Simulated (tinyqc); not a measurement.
Formation energy of a charged point defect from supercell energies. Inputs raised by 10 %, one at a time. Computed by tinyqc, a small Python program. Command: `OMP_NUM_THREADS=1 python tinyqc.py 3000812 3000813 out.jsonl formation sens`. One thread of a shared host (Intel(R) Xeon(R) Processor @ 2.30GHz), about 0.01 s of CPU time with the checks.

The host is a compound AB. Making the defect adds n_A = -1, n_B = 0 atoms to the cell. All total energies are inputs. E_F is counted from the valence-band maximum (VBM); x = 0 is A-rich and x = 1 B-rich growth.

Inputs (values chosen for the exercise, for a model compound AB):
```
quantity                       value      unit
gap E_g                         1.45        eV
E_VBM of the host cell         6.316        eV
potential alignment dV          0.13        eV
dielectric constant eps         11.9         -
cell length L                   20.2  angstrom
mu_A of the pure element      -5.853        eV
formation enthalpy dH of AB     -1.2        eV
growth condition x              0.17         -
Fermi level E_F                0.821        eV
temperature T                   1200         K
site density N_s             2.8e+22     cm^-3
```

Defect: vacancy of A. Supercell lattice: fcc.

charge states q: 3  2  1  0

E(defect, q) - E(host), in the order of q (eV): -13.722  -6.217  0.882  8.643

Constants: e^2/(4 pi eps_0) = 14.39964548 eV angstrom; k_B = 8.617333262e-05 eV/K.

Method:
- dmu_A = x dH and dmu_B = (1 - x) dH, so that dmu_A + dmu_B = dH; mu = mu(element) + dmu.
- The reservoir term is sum n_i mu_i.
- Image-charge correction of a point charge in a neutralising background: E_corr = q^2 alpha e^2/(4 pi eps_0) / (2 eps L), alpha = 2.888282 for a fcc array with L the cube root of the volume.
- E_f(q, E_F) = [E(defect, q) - E(host)] - sum n_i mu_i + q (E_VBM + dV + E_F) + E_corr(q).
- eps(q/q-1) = E_f(q - 1, 0) - E_f(q, 0).
- E_f(q, E_F) = E_f(q, 0) + q E_F.
- c_q = N_s exp(-E_f(q, E_F)/k_B T), with all degeneracy factors one and no vibrational entropy.

Runs:
```
input moved                        from      to  level (+3/+2) (eV)  level (+1/0) (eV)  lowest formation energy (eV)  total concentration (cm^-3)
base run                              -       -              0.6265              1.228                         2.179                    2.060e+13
dielectric constant eps            11.9   13.09              0.6658              1.236                         2.171                    2.233e+13
cell length L (angstrom)           20.2   22.22              0.6658              1.236                         2.171                    2.233e+13
growth condition x                 0.17   0.187              0.6265              1.228                         2.158                    2.510e+13
Fermi level E_F (eV)              0.821  0.9031              0.6265              1.228                         2.261                    9.430e+12
temperature T (K)                  1200    1320              0.6265              1.228                         2.179                    1.422e+14
formation enthalpy dH of AB (eV)   -1.2   -1.32              0.6265              1.228                         2.158                    2.510e+13
potential alignment dV (eV)        0.13   0.143              0.6135              1.215                         2.192                    1.817e+13
```

Exponents ln(y'/y) / ln(x'/x):
```
input                        level (+3/+2)  level (+1/0)  lowest formation energy  total concentration
dielectric constant eps              0.639         0.067                   -0.038                0.846
cell length L                        0.639         0.067                   -0.038                0.846
growth condition x                   0.000         0.000                   -0.099                2.070
Fermi level E_F                      0.000         0.000                    0.388               -8.201
temperature T                        0.000         0.000                    0.000               20.269
formation enthalpy dH of AB          0.000         0.000                   -0.099                2.070
potential alignment dV              -0.220        -0.112                    0.062               -1.317
```

Among the inputs moved here: level (+3/+2) answers most in size to dielectric constant eps (exponent +0.639), and about equally to cell length L (+0.639); its exponent is below 0.0005 for growth condition x, Fermi level E_F, temperature T, formation enthalpy dH of AB. level (+1/0) answers most in size to potential alignment dV (exponent -0.112), next to dielectric constant eps (+0.067); its exponent is below 0.0005 for growth condition x, Fermi level E_F, temperature T, formation enthalpy dH of AB. lowest formation energy answers most in size to Fermi level E_F (exponent +0.388), next to growth condition x (-0.099); its exponent is below 0.0005 for temperature T. total concentration answers most in size to temperature T (exponent +20.269), next to Fermi level E_F (-8.201).

Caution (all rows): the largest image-charge correction in these energies, q^2 alpha e^2/(8 pi eps_0 eps L) with alpha = 2.888282, exceeds a quarter of the gap; the point-charge term alone is then a rough estimate, usually too large for a charge that is spread out. Caution (all rows): the one-electron levels are out of order (negative U): at least one middle charge state is skipped, and the transition past it moves two or more electrons at once.

Extremes, crossings and ranges named in words are read from the listed rows.
